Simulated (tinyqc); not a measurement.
# Changing the work of adhesion W_a

Model: equilibrium crystal shape, supported particles, Gibbs-Thomson effect and coarsening. Computed by tinyqc, a small Python program. Command: `OMP_NUM_THREADS=1 python tinyqc.py 3012242 3012243 out.jsonl wulff sweep`. One thread of a shared host (Intel(R) Xeon(R) Processor @ 2.30GHz), about 0.1 s of CPU time with the checks.

A cubic crystal bounded by {100}, {110} and {111} facets only.

Inputs (values chosen for the exercise, for a model metal): lattice constant a = 4.28 angstrom; first-neighbour bond energy e1 = 0.322 eV; second-neighbour bond energy e2 = 0.042 eV; atoms in the particle N = 350.

Surface energies: broken bonds, fcc.

Constants: 1 eV/angstrom^2 = 16.02176634 J/m^2; e = 1.602176634e-19 C.

Method:
- A cut with normal n breaks sum_R |R.n|/(2 Omega) bonds per area (R over all neighbours of a shell) and makes two surfaces: gamma = sum over shells e_s sum_R |R.n|/(4 Omega). fcc: 12 neighbours a/2 (1,1,0), 6 at a (1,0,0), Omega = a^3/4.
- Wulff construction: the facet planes lie at distances lambda gamma from the centre, and the shape is the region inside all of them; V = (1/3) sum of area x distance. gamma_mean = sum A gamma / sum A; shape factor eta = A/V^(2/3) (4.836 for a sphere). lambda follows from V = N Omega.
- Winterbottom: the particle sits on its largest facet family, {111}, with energy gamma_f; the substrate plane cuts the shape at the distance lambda (gamma_f - W_a) below the centre. Height over that of the free particle at the same lambda = (2 gamma_f - W_a)/(2 gamma_f). An isotropic particle with gamma_mean has cos(theta) = W_a/gamma_mean - 1 (Young-Dupre); a film dewets into particles whenever W_a < 2 gamma.

One run for each value:
```
work of adhesion W_a (J/m^2)  relative height  contact angle theta (degrees)
0.10                                  0.95466                         155.87
0.39                                  0.82318                         131.24
0.67                                  0.69624                         114.49
0.96                                  0.56476                          99.27
1.20                                  0.45595                          87.21
1.50                                  0.31994                          71.89
1.80                                  0.18393                          55.04
```

What does the table show, and why?

Over the rows, relative height falls from 0.955 to 0.184; contact angle theta (degrees) falls from 156 to 55.0. The height and cos(theta) are both linear in W_a: adhesion sinks the particle into the substrate plane. Left out: 2.10, 2.40 (the particle wets the substrate completely).

Caution (all rows): below a few thousand atoms edges and corners add to the energy and facets hold few atoms.

Extremes, crossings and ranges named in words are read from the listed rows.
